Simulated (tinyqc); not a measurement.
MOS capacitor on an n-type substrate, surface potential from the exact charge relation: effect of the temperature on threshold and swing.

Uniform n-type substrate, Boltzmann statistics, full ionisation, classical densities. psi is the surface potential against the body (positive when the bands bend down) and u = -psi/Vt. Traps are spread evenly over the gap and neutral at flat band, so their charge is -q Dit psi; the minority quasi-Fermi level is shifted by Vb.

Nc and Nv are given at 250 K and scale as (T/250 K)^1.5; Eg is held fixed. ni = sqrt(Nc Nv) exp(-Eg/(2 Vt)), Eg in volts; phiF = Vt ln(N/ni); Cox = eps0 eox/tox; Vfb = phiM - chi - Vt ln(Nc/N) - q Nf/Cox; VT = Vfb - [(2 phiF + Vb)(1 + q Dit/Cox) + sqrt(2 eps0 eps_r q N (2 phiF + Vb))/Cox]. gamma = sqrt(2 eps0 eps_r q N)/Cox; Wm = sqrt(2 eps0 eps_r (2 phiF + Vb)/(q N)); m = 1 + (eps0 eps_r/Wm + q Dit)/Cox; swing m Vt ln 10; Cmin/Cox = 1/(1 + Cox Wm/(eps0 eps_r)).

Values chosen for this exercise; band and dielectric values close to those of silicon:
- Eg = 1.12 eV (band gap)
- eps_r = 11.9 (relative permittivity)
- Nc = 2.1e19 cm^-3 (conduction-band density of states at the reference temperature)
- Nv = 2.05e19 cm^-3 (valence-band density of states at the reference temperature)
- chi = 3.98 eV (electron affinity)
- N = 1.9e16 cm^-3 (donor density of the substrate)
- eox = 8.82 (relative permittivity of the gate insulator (close to aluminium oxide))
- tox = 5 nm (insulator thickness)
- phiM = 4.74 eV (gate work function)
- Nf = 1.3e11 cm^-2 (fixed charge at the interface, in units of q)
- Dit = 0 cm^-2 eV^-1 (density of interface traps)
- Vb = 0 V (reverse bias of the inversion layer against the body)

Constants: q = 1.602176634e-19 C, kB = 1.380649e-23 J/K, Vt = kB T/q, eps0 = 8.8541878128e-14 F/cm where lengths are in cm. Results are converted to the units shown.

The same in every row: gamma (V^0.5) = 0.05128.

Result of one run:

| Vfb (V) | 2 phiF (V) | VT (V) | Wm (nm) | m | swing (mV/decade) | Cmin/Cox |
|---|---|---|---|---|---|---|
| 0.5432 | 0.7138 | -0.2139 | 222.3 | 1.030 | 65.42 | 0.02945 |

Which temperature T gave this result: 200, 280, 320, 400 or 440 K?

T = 320 K.

The whole series:

| T (K) | Vfb (V) | 2 phiF (V) | VT (V) | Wm (nm) | m | swing (mV/decade) | Cmin/Cox |
|---|---|---|---|---|---|---|---|
| 200 | 0.6317 | 0.8904 | -0.3071 | 248.3 | 1.027 | 40.76 | 0.02645 |
| 240 | 0.6030 | 0.8332 | -0.2770 | 240.2 | 1.028 | 48.96 | 0.02732 |
| 280 | 0.5735 | 0.7742 | -0.2458 | 231.5 | 1.029 | 57.18 | 0.02831 |
| 320 | 0.5432 | 0.7138 | -0.2139 | 222.3 | 1.030 | 65.42 | 0.02945 |
| 360 | 0.5123 | 0.6520 | -0.1811 | 212.5 | 1.032 | 73.70 | 0.03078 |
| 400 | 0.4808 | 0.5891 | -0.1477 | 201.9 | 1.033 | 82.02 | 0.03233 |
| 440 | 0.4488 | 0.5252 | -0.1135 | 190.7 | 1.035 | 90.39 | 0.03417 |

As T goes from 200 to 440, VT rises from -0.307 to -0.114 V, the swing rises from 40.8 to 90.4 mV/decade and Cmin/Cox rises from 0.0265 to 0.0342. Of the change of VT by 0.194 V, -0.183 V comes from Vfb and 0.376 V from the band bending and the charge it takes. VT changes by 0.807 mV/K on average.

tinyqc, about 0.01 s, one thread, Intel Xeon 2.30GHz (shared host): `OMP_NUM_THREADS=1 python tinyqc.py 2060065 2060066 out.jsonl`
